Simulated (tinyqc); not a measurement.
Landau-Devonshire theory of a uniaxial ferroelectric. From one set of inputs to another, one input at a time. Computed by tinyqc, a small Python program. Command: `OMP_NUM_THREADS=1 python tinyqc.py 3009595 3009596 out.jsonl ferro ladder`. One thread of a shared host (Intel(R) Xeon(R) Processor @ 2.30GHz), about 0.01 s of CPU time with the checks.

G(P) = (alpha/2) P^2 + (beta*/4) P^4 + (gamma/6) P^6 - E P per volume, SI units, one domain, P along the polar axis, which is normal to the film.

The inputs printed are set A. Inputs not listed in the table keep their values of set A, so the rows need not describe a real material.

Inputs (values chosen for the exercise, for a model ferroelectric):

| quantity | value | unit |
|---|---|---|
| alpha_0 | 298000 | J m/(C^2 K) |
| Curie-Weiss temperature T0 | 830 | K |
| beta | -1.34e+09 | J m^5/C^4 |
| gamma | 7.1e+09 | J m^9/C^6 |
| temperature T | 425 | K |
| misfit strain u_m | -0.018 | - |
| electrostriction Q12 | -0.018 | m^4/C^2 |
| compliance s11 + s12 | 3e-12 | m^2/N |
| film thickness d | 7 | nm |
| screening length lambda | 0.0063 | nm |
| background permittivity eps_b | 20 | - |

Sample: epitaxial film.

Constants: eps_0 = 8.8541878128e-12 F/m.

Method:
- alpha = alpha_0 (T - T0*), with clamping: T0* = T0 + 4 Q12 u_m/(alpha_0 (s11 + s12)), beta* = beta + 4 Q12^2/(s11 + s12).
- Ps^2 = [-beta* + sqrt(beta*^2 - 4 alpha gamma)]/(2 gamma).
- chi = 1/(eps_0 G''), G'' = alpha + 3 beta* P^2 + 5 gamma P^4 at Ps. Ps, chi and the coercive field are for perfect screening, without a depolarising field. The intrinsic coercive field is |alpha P + beta* P^3 + gamma P^5| at the P_c where G'' = 0. 1 C/m^2 = 100 microcoulomb/cm^2.
- Between shorted electrodes with screening length lambda each, the depolarising field is -k P, k = 2 lambda/(eps_0 (d + 2 lambda eps_b)), so alpha turns into alpha + k.
- The polar state is the lowest uniform state while alpha + k < 0 (beta* > 0) or < 3 beta*^2/(16 gamma) (beta* < 0); setting the equality gives the critical thickness d_c.

Each row keeps all changes above it:

| input moved | from | to | susceptibility chi | critical thickness d_c (nm) | well depth G(Ps) (MJ/m^3) |
|---|---|---|---|---|---|
| set A | - | - | 39.674 | 2.2252 | -73.79 |
| alpha_0 (J m/(C^2 K)) | 298000 | 682000 | 31.957 | 1.6974 | -102.45 |
| Curie-Weiss temperature T0 (K) | 830 | 381 | 52.010 | 3.1061 | -48.87 |
| gamma (J m^9/C^6) | 7100000000 | 1.7e+10 | 58.220 | 3.2097 | -27.02 |
| temperature T (K) | 425 | 357 | 52.755 | 2.8588 | -31.36 |
| electrostriction Q12 (m^4/C^2) | -0.018 | -0.043 | 30.491 | 1.1054 | -71.55 |
| beta (J m^5/C^4) | -1340000000 | -775000000 | 32.220 | 1.1054 | -65.29 |
| screening length lambda (nm) | 0.0063 | 0.011 | 32.220 | 1.9301 | -65.29 |

Susceptibility chi goes from 39.7 to 32.2, a factor 0.812 in all. The largest single move comes from electrostriction Q12 (a factor 0.578), and Curie-Weiss temperature T0 works against it (a factor 1.63). Critical thickness d_c goes from 2.23 to 1.93, a factor 0.867 in all. The largest single move comes from electrostriction Q12 (a factor 0.387), and Curie-Weiss temperature T0 works against it (a factor 1.83). Well depth G(Ps) goes from -73.8 to -65.3, +8.5 in all. The largest single move comes from Curie-Weiss temperature T0 (+53.6), and electrostriction Q12 works against it (-40.2). The single moves hold for this order of the switches; the total does not depend on the order.

Caution (all rows): the strain shifts T0 by more than 500 K here, which is beyond the range where constant coefficients hold. Caution (all rows): far below T0* the expansion with linear alpha(T) is only a fit. Caution (rows electrostriction Q12, beta): a critical thickness of a few unit cells is outside the continuum theory.

Extremes, crossings and ranges named in words are read from the listed rows.
